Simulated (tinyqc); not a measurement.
From results back to parameters: plasmons of a degenerate electron gas in the random-phase approximation. Four cases, with inputs chosen for the exercise.

Problem. At small q the plasmon follows E = Ep + B q^2 with B = (3/10)(hbar vF)^2/Ep, hbar vF = 2 c kF/m; n and m are hidden.

Zero temperature, parabolic band: kF = (3 pi^2 n)^(1/3), EF = c kF^2/m, Ep^2 = 8 pi c e2 n/(m eb), qTF^2 = 6 pi e2 n/(eb EF), c = hbar^2/2m0, e2 = e^2/(4 pi eps0), n in 1/angstrom^3 (1e-24 per 1/cm^3).

Constants: hbar^2/2m0 = 3.80998211 eV angstrom^2; e^2/(4 pi eps0) = 14.39964547 eV angstrom.

Case 1.

Values chosen (out of a larger set: a free-electron density near that of Al; not measured data): eb = 1 (background dielectric constant).

Ep = 15.6663 eV
B = 3.36734 eV angstrom^2

Case 2.

Values chosen (out of a larger set: a free-electron density near that of Li; not measured data): eb = 1 (background dielectric constant).

Ep = 7.99864 eV
B = 2.69135 eV angstrom^2

Case 3.

Values chosen (out of a larger set: mass and background constant near those of GaN; polar phonons, which mix with the plasmon in the real crystal, and the rise of the mass with filling are left out; not measured data): eb = 5.31 (background dielectric constant).

Ep = 346.050 meV
B = 23.6366 eV angstrom^2

Case 4.

Values chosen (out of a larger set: mass and background constant near those of GaAs; polar phonons, which mix with the plasmon in the real crystal, and the rise of the mass with filling are left out; not measured data): eb = 10.9 (background dielectric constant).

Ep = 77.8450 meV
B = 104.222 eV angstrom^2

Find: hbar vF; kF; n; m.

Solution. hbar vF = sqrt(B Ep/0.3); Ep^2 = (4 e2/(3 pi eb)) kF^2 hbar vF gives kF, then n and m.

Case 1.

hbar vF = 13.26 eV angstrom
kF = 1.740 1/angstrom
n = 1.78e+23 1/cm^3
m = 1.000 m0

Case 2.

hbar vF = 8.471 eV angstrom
kF = 1.112 1/angstrom
n = 4.64e+22 1/cm^3
m = 1.000 m0

Case 3.

hbar vF = 5.222 eV angstrom
kF = 0.1412 1/angstrom
n = 9.50e+19 1/cm^3
m = 0.206 m0

Case 4.

hbar vF = 5.200 eV angstrom
kF = 0.04559 1/angstrom
n = 3.20e+18 1/cm^3
m = 0.067 m0

Computed by tinyqc, one run a case: `OMP_NUM_THREADS=1 python tinyqc.py N N+1 out.jsonl` with N = 1652759, 1652776, 1652789, 1680102; one thread of a shared Intel(R) Xeon(R) Processor @ 2.30GHz, about 0.01 s a run at most.
